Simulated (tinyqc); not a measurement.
Pressure-driven transition between two phases with analytic equations of state. From one set of inputs to another, one input at a time. Computed by tinyqc, a small Python program. Command: `OMP_NUM_THREADS=1 python tinyqc.py 3025632 3025633 out.jsonl transition ladder`. One thread of a shared host (Intel(R) Xeon(R) Processor @ 2.30GHz), about 0.02 s of CPU time with the checks.

Each phase obeys E = E0 + (9 V0 B0/16) [y^3 B' + y^2 (2 - 4 y)], y = (V0/V)^(2/3) - 1; P = (3 B0/2) (x^7 - x^5) [1 + (3/4)(B' - 4)(x^2 - 1)], x = (V0/V)^(1/3); E0 = 0 for phase 1 and Delta E0 for phase 2. H = E + P V.

The inputs printed are set A. Inputs not listed in the table keep their values of set A, so the rows need not describe a real material.

Inputs (values chosen for the exercise, for two model phases):
```
quantity                                   value             unit
volume V0 of phase 1                        26.9  angstrom^3/atom
B0 of phase 1                                182              GPa
B' of phase 1                               3.99                -
volume V0 of phase 2                        21.3  angstrom^3/atom
B0 of phase 2                                181              GPa
B' of phase 2                               3.54                -
energy of phase 2 above phase 1, Delta E0   0.73          eV/atom
entropy of phase 2 less phase 1, Delta S   0.076         k_B/atom
temperature T                                300                K
```

Equation of state: Birch-Murnaghan.

Constants: 1 eV/angstrom^3 = 160.2176634 GPa; k_B = 8.617333262e-05 eV/K.

Method. Start from P = Delta E0/(V0 of phase 1 - V0 of phase 2); at each P solve P(V) = P for both phases and step P(new) = P - (H_2 - H_1)/(V_2 - V_1); stop when |H_2 - H_1| < 1e-10 eV. At the zero-temperature transition the volume change is V_2/V_1 - 1 and the work is P (V_1 - V_2). At T the condition is H_2 - H_1 - T Delta S = 0, with Delta S constant and thermal expansion left out; the Clausius-Clapeyron slope is dP/dT = Delta S/(V_2 - V_1) at the zero-temperature point.

Each row keeps all changes above it:
```
input moved                                          from    to  transition pressure (GPa)  volume change (%)  Clapeyron slope (MPa/K)
set A                                                   -     -                     21.921            -21.012                 -0.20494
B0 of phase 2 (GPa)                                   181   259                     23.351            -18.757                 -0.23080
B' of phase 1                                        3.99  4.59                     23.223            -18.978                 -0.22741
energy of phase 2 above phase 1, Delta E0 (eV/atom)  0.73   0.3                      8.999            -19.875                 -0.20522
volume V0 of phase 2 (angstrom^3/atom)               21.3  17.7                      5.339            -33.696                 -0.11899
B' of phase 2                                        3.54  3.87                      5.339            -33.692                 -0.11901
B0 of phase 1 (GPa)                                   182   224                      5.299            -34.018                 -0.11727
volume V0 of phase 1 (angstrom^3/atom)               26.9  23.4                      8.647            -24.044                 -0.19325
```

Transition pressure goes from 21.9 to 8.65, a factor 0.394 in all. The largest single move comes from energy of phase 2 above phase 1, Delta E0 (a factor 0.388), and volume V0 of phase 1 works against it (a factor 1.63). Volume change goes from -21.0 to -24.0, -3.03 in all. The largest single move comes from volume V0 of phase 2 (-13.8), and volume V0 of phase 1 works against it (+9.97). Clapeyron slope goes from -0.205 to -0.193, +0.0117 in all. The largest single move comes from volume V0 of phase 2 (+0.0862), and volume V0 of phase 1 works against it (-0.076). The single moves hold for this order of the switches; the total does not depend on the order.

Caution (all rows): a constant Delta S holds only at high temperature; it vanishes as T goes to 0, so the shift counted from T = 0 is somewhat too large.

Extremes, crossings and ranges named in words are read from the listed rows.
